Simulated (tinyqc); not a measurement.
Schottky barrier with interface states (Cowley-Sze model), image lowering and contact resistance: one step, computed by the program tinyqc. Command: `OMP_NUM_THREADS=1 python tinyqc.py 3008959 3008960 out.jsonl pinning walk`. One thread of a shared host (Intel(R) Xeon(R) Processor @ 2.30GHz), about 0.01 s of CPU time with the checks.

An n-type semiconductor under a metal. The barrier lies between the Schottky-Mott limit phi_M - chi and the Bardeen limit E_g - E_n, E_n being the neutrality level of the interface states; the space-charge term of the full Cowley-Sze expression is left out.

Question. Tunnelling scale and contact resistivity. A* = 4 pi e m_e M_c k_B^2/h^3 (a simple valley count); J_s = A* T^2 exp(-phi/k_B T). E_00 = (e hbar/2) sqrt(N/(m_e eps_s eps_0)), E_0 = E_00 coth(E_00/k_B T); scaling form of the contact resistivity rho_c = (k_B/(e A* T)) exp(phi_B/E_0), which is the thermionic result when E_00 << k_B T and keeps only the leading exponential of tunnelling when E_00 >> k_B T; image lowering is left out of it.

Inputs (values chosen for the exercise, with gap, mass and screening modelled on InP): dielectric constant eps_s = 12.1; electron mass m_e = 0.0775 m_0; valleys M_c = 1; donor density N = 7.2e+16 cm^-3; temperature T = 200 K.

Pinning factor from: Moench relation.

barrier phi_B = 0.3485045 eV

Constants: k_B = 8.617333262e-05 eV/K; hbar = 1.054571817e-34 J s; m_0 = 9.1093837015e-31 kg; eps_0 = 8.8541878128e-12 F/m; e = 1.602176634e-19 C; k_B = 1.380649e-23 J/K; h = 6.62607015e-34 J s.

Give: E_00; E_00/k_B T; E_0; contact resistivity rho_c.

Answer.

E_00 = 0.0051446 eV

E_00/k_B T = 0.29850

E_0 = 0.017744 eV

contact resistivity rho_c = 15.678 ohm cm^2

With the usual bounds 0.5 and 5 on E_00/k_B T the regime is thermionic emission.
